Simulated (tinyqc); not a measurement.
What moves the results: donor level screened by free carriers (Yukawa potential). A value that a table varies takes the place of the one given here.

Potential -(q/(eps r)) exp(-ks r), q = e^2/(4 pi eps0). In units Ry* = Ry m/eps^2 and a* = a0 eps/m the problem is [-Laplacian - 2 exp(-x r)/r] psi = E psi with x = ks a*.

Converged values use 18 functions exp(-z r), z = 1.55^i, i = -11 to 6: S = 2/A^3, H = z_i z_j S - 2/(A + x)^2, A = z_i + z_j.

Screening wave number: Debye ks^2 = 4 pi q n/(eps kB T); Thomas-Fermi ks^2 = 6 pi q n/(eps EF) with EF = c (3 pi^2 n/gv)^(2/3)/m, c = hbar^2/2m0; the two are joined by 1/ks^2 = sqrt(1/ks_D^4 + 1/ks_TF^4). 1e18/cm^3 = 1e-6/angstrom^3, q = e^2/(4 pi eps0).

Constants: e^2/(4 pi eps0) = 14.39964547 eV angstrom; kB = 8.617333262e-05 eV/K; hbar^2/2m0 = 3.80998211 eV angstrom^2; Ry = 13.60569312 eV; a0 (Bohr radius) = 0.5291772105 angstrom.

Inputs chosen for the exercise (near those of a donor in GaN, with one mean mass; the results hold for these values, not for the real material):
- xs = (0.08, 0.11, 0.34, 0.42, 0.64, 0.89, 1.04) (values of x)
- m = 0.2 m0 (mass)
- eps = 9.2 (dielectric constant)
- gv = 1 (valleys)
- T = 300 K (temperature)
- nl = (0.021, 0.071, 0.21, 0.71, 2.1, 7.1, 21) x 1e18/cm^3 (densities)
- n = 0.71 x 1e18/cm^3 (free-carrier density)

## Towards the loss of the bound state

First order (-1 + 2x), one-parameter (minimum of z^2 - 8 z^3/(2z + x)^2) and converged 1s energies in Ry*, and the mean radius in a*; a dash marks an unbound result.

Results:

| x | first order | trial function | converged | <r> |
|---|---|---|---|---|
| 0.08 | -0.8400 | -0.8491 | -0.8491 | 1.51 |
| 0.11 | -0.7800 | -0.7970 | -0.7970 | 1.52 |
| 0.34 | -0.3200 | -0.4647 | -0.4656 | 1.64 |
| 0.42 | -0.1600 | -0.3734 | -0.3753 | 1.71 |
| 0.64 | - | -0.1763 | -0.1830 | 2.05 |
| 0.89 | - | -0.0359 | -0.0521 | 3.07 |
| 1.04 | - | - | -0.0128 | 5.31 |

First order loses the state at x = 0.5, the trial function reaches zero energy at x = 1.00, and the exact limit is 1.19. The radius starts at 1.5 a*, grows slowly at first (1.64 at x = 0.34), then steadily, and swells towards the end (5.3 at 1.04), where a single exponential fails: the binding vanishes as the square of the distance from 1.19.

## Binding against carrier density

Ry* = 32.1496 meV
a* = 24.342 angstrom

x from the joined ks; converged 1s binding (dash: x above 1.17, at or past the limit 1.19 where the state unbinds).

Results:

| n (1e18/cm^3) | EF/kB T | 1/ks (angstrom) | x | binding (meV) | n^(1/3) a* |
|---|---|---|---|---|---|
| 0.021 | 0.05 | 250.3 | 0.097 | 26.33 | 0.067 |
| 0.071 | 0.12 | 136.3 | 0.179 | 22.05 | 0.101 |
| 0.21 | 0.25 | 79.7 | 0.306 | 16.34 | 0.145 |
| 0.71 | 0.56 | 44.5 | 0.548 | 8.18 | 0.217 |
| 2.1 | 1.16 | 28.1 | 0.866 | 1.96 | 0.312 |
| 7.1 | 2.61 | 19.3 | 1.264 | - | 0.468 |
| 21 | 5.37 | 15.3 | 1.596 | - | 0.672 |

The binding falls from 26.3 to 2.0 meV (bare value 32.1); it passes half the bare value between 0.21 and 0.71 x 1e18/cm^3. The level is unbound, or bound by less than 0.001 Ry*, from 7.1 x 1e18/cm^3 on; as the density rises, it is lost by the time n^(1/3) a* reaches 0.47. x grows with exponent 0.50 in n at the start and 0.22 at the end (1/2 for Debye, 1/6 for Thomas-Fermi screening). The level survives to n^(1/3) a* = 0.31, past the 0.26 of the Mott rule, which corresponds to x = 1 for one valley with degenerate screening; here the level lasts until x = 1.19, the screening is at most the degenerate value, and overlap of donors is left out.

## What each parameter does

Ry* = Ry m/eps^2, a* = a0 eps/m, x = ks a* with the joined ks; converged binding. Each row changes one parameter from the base and keeps the others.

Results:

| case | 1/ks (angstrom) | x | binding in Ry* | binding (meV) |
|---|---|---|---|---|
| base | 44.5 | 0.548 | 0.254 | 8.18 |
| n = 1.06 x 1e18/cm^3 | 37.2 | 0.655 | 0.173 | 5.55 |
| T = 360 K | 48.2 | 0.505 | 0.292 | 9.39 |
| m = 0.224 m0 | 44.2 | 0.492 | 0.304 | 10.94 |
| eps = 8.5 | 42.7 | 0.526 | 0.273 | 10.27 |
| gv = 2 | 43.6 | 0.558 | 0.245 | 7.89 |

The largest shifts from the base row, up to three for each result and ties (the steps differ in size, so this ranks the rows, not the parameters). 1/ks (angstrom): n -7.3, T +3.8, eps -1.7. x: n +0.108, m -0.056, T -0.043. binding in Ry*: n -0.082, m +0.049, T +0.038. binding (meV): m +2.76, n -2.63, eps +2.09.

Program tinyqc; command `OMP_NUM_THREADS=1 python tinyqc.py 1282301 1282302 out.jsonl`; about 0.02 s on one thread of a shared Intel(R) Xeon(R) Processor @ 2.30GHz.
